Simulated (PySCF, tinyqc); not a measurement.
Worked calculation: RHF in the sto-6g basis, for B+, spin multiplicity 1. This run ends on a higher stationary point, not on the lowest solution. The lowest restricted solution is unstable here: a spin-polarised one lies 0.0000 hartree lower (PySCF). Computed by tinyqc, a small Python program that keeps every step (integrals from PySCF). Settings: charge = 1, multiplicity = 1, basis = sto-6g, energy threshold = 1e-10, iteration cap = 68, orthogonalisation = symmetric, start = highest core orbitals, DIIS depth = 3, method = RHF. Command: `OMP_NUM_THREADS=1 python tinyqc.py 26910 26911 out.jsonl` (the two numbers bound the seeds that draw the settings). One thread of a shared host (Intel(R) Xeon(R) Processor @ 2.60GHz), about 0.05 s of CPU time with the checks.

Geometry (angstrom):
```
atom,x,y,z
B,0.00000,0.00000,0.00000
```

Stop when the energy changes by less than 1e-10 hartree and every element of the error matrix X^T (F D S - S D F) X is below 3e-06.

Course of the cycle:
```
iteration,E (hartree),change,largest element of the error matrix
1,-7.2935553,-,0.00000
2,-23.6834343,-1.64e+01,4.73e-01
3,-23.6834343,0.00000,4.73e-01
4,-23.6834343,0.00000,4.73e-01
5,-23.6992183,-1.58e-02,3.58e-02
6,-23.6993087,-9.03e-05,6.15e-05
7,-23.6993087,-2.11e-10,2.82e-05
8,-23.6993087,-5.60e-11,5.84e-09
```

Can the last value be used, and what does the course show?

No, though the log alone does not show it. Converged in 8 iterations. But the solution lies 0.49125 hartree above the reference: it is another stationary point, not the lowest restricted one. Reruns (cap 100 unless said): DIIS 8: converged in 18 to a higher stationary point; damping 0.5: converged in 39 to a higher stationary point; level shift 0.5: converged in 8 to a higher stationary point; atomic densities as start, DIIS 8: converged in 3. PySCF RHF in the same basis = -24.1905624 hartree.
